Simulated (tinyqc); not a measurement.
Two-diode model of a solar cell: one step of the calculation.

J is the current delivered and Vj = V + J Rs the junction voltage. J = X JL - J01 (exp(Vj/(n1 Vt)) - 1) - J02 (exp(Vj/(2 Vt)) - 1) - Vj/Rp. The photocurrent does not depend on voltage.

Question. Figures of merit. Jsc at V = 0, Voc at J = 0, the maximum power point where J (1 + 2 Rs G) = G Vj with G = -dJ/dVj; FF = Vmp Jmp/(Voc Jsc); efficiency Vmp Jmp/(X Pin). Empirical fill factor without parasitics FF0 = (v - ln(v + 0.72))/(v + 1), v = Voc/(n1 Vt).

Inputs (values chosen for the exercise); values of the order met in cells of CIGS: temperature T = 298.15 K; photocurrent at one sun JL = 33.2 mA/cm^2; concentration X = 0.1 suns; saturation current of the first diode J01 = 3.1e-14 A/cm^2; ideality factor of the first diode n1 = 1; series resistance Rs = 0 ohm cm^2; shunt resistance Rp = 20000 ohm cm^2; incident power at one sun Pin = 100 mW/cm^2; saturation current of the second diode (ideality 2) J02 = 4.6e-8 A/cm^2.

Constants: q = 1.602176634e-19 C, kB = 1.380649e-23 J/K, Vt = kB T/q. Results are converted to the units shown.

Find: Jsc; Voc; Vmp; Jmp; FF; efficiency; FF0.

Answer.

Jsc = 3.320 mA/cm^2
Voc = 0.5721 V
Vmp = 0.4560 V
Jmp = 2.967 mA/cm^2
FF = 0.7123
efficiency = 13.53 %
FF0 = 0.8223

FF is 13 % below FF0. Removing one loss at a time changes the efficiency by: second diode +4.47, shunt +0.10 points.

tinyqc, about 0.02 s, one thread, Intel Xeon 2.30GHz (shared host): `OMP_NUM_THREADS=1 python tinyqc.py 2280122 2280123 out.jsonl`
